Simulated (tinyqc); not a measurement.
## Short-channel transistor, virtual-source model with series resistance: effect of the temperature on the on and off currents

The current per gate width is the charge at the top of the source barrier (the virtual source) times its velocity times a saturation function; al and be are fitting constants of the model. Units: I in uA/um, Rs in ohm um, so I Rs = 1e-6 I Rs in volts; Q in uC/cm^2, so I = 1e-4 Q vx0 Fsat with vx0 in cm/s.

Intrinsic voltages Vg' = Vgs - I Rs, Vd' = Vds - 2 I Rs. n = n0 + nd Vd', VT = VT0 - dl Vd', Ff = 1/(1 + exp((Vg' - VT + al Vt/2)/(al Vt))), Q = Cinv n Vt ln(1 + exp((Vg' - VT + al Vt Ff)/(n Vt))), Vdsat = (vx0 L/mu)(1 - Ff) + Vt Ff, Fsat = u/(1 + u^be)^(1/be) with u = Vd'/Vdsat, and I = Q vx0 Fsat per width. I is solved self-consistently. Ion is I at Vgs = Vds = 0.7 V, Ioff at Vgs = 0, Vds = 0.7 V, and Rlin = Vds/I at Vgs = 0.7 V, Vds = 0.05 V. mu, vx0, VT0, dl and n0 are held fixed.

Parameters, values chosen for the exercise:

| symbol | value | unit | meaning |
|---|---|---|---|
| Cinv | 2.31 | uF/cm^2 | inversion capacitance |
| vx0 | 7.65e6 | cm/s | velocity at the virtual source |
| mu | 180 | cm^2/(V s) | apparent mobility |
| L | 130 | nm | channel length |
| VT0 | 0.308 | V | threshold at zero drain voltage |
| dl | 0.109 | V/V | drain-induced barrier lowering |
| n0 | 1.07 |  | subthreshold factor |
| nd | 0.2 | 1/V | growth of n with drain voltage |
| al | 3.5 |  | threshold shift (in units of Vt) from weak to strong inversion |
| be | 1.4 |  | sharpness of saturation |
| Rs | 300 | ohm um | series resistance of each contact |

Constants: q = 1.602176634e-19 C, kB = 1.380649e-23 J/K, Vt = kB T/q. Results are converted to the units shown.

Effect of the temperature on the on and off currents:
```
T (K)	Ion (uA/um)	Ioff (nA/um)	log10(Ion/Ioff)	Rlin (ohm um)
200	346.83	8.9042	4.5905	1421.3
230	347.20	40.759	3.9304	1420.1
260	347.77	129.83	3.4279	1418.1
290	348.55	321.80	3.0347	1415.2
320	349.54	666.12	2.7199	1411.5
350	350.74	1207.1	2.4633	1407.0
380	352.12	1977.8	2.2505	1401.7
410	353.68	2998.3	2.0717	1395.8
```

As T goes from 200 to 410 K, Ion rises from 347 to 354 uA/um, Ioff rises from 8.90 to 3000 nA/um and Rlin falls from 1420 to 1400 ohm um. Ion changes by a factor of 1.02 and Ioff by 337. For T = 350 to 410 K the off current passes 1 uA/um, so the device is hardly off at Vgs = 0.

tinyqc, about 0.02 s, one thread, Intel Xeon 2.30GHz (shared host): `OMP_NUM_THREADS=1 python tinyqc.py 2380146 2380147 out.jsonl`
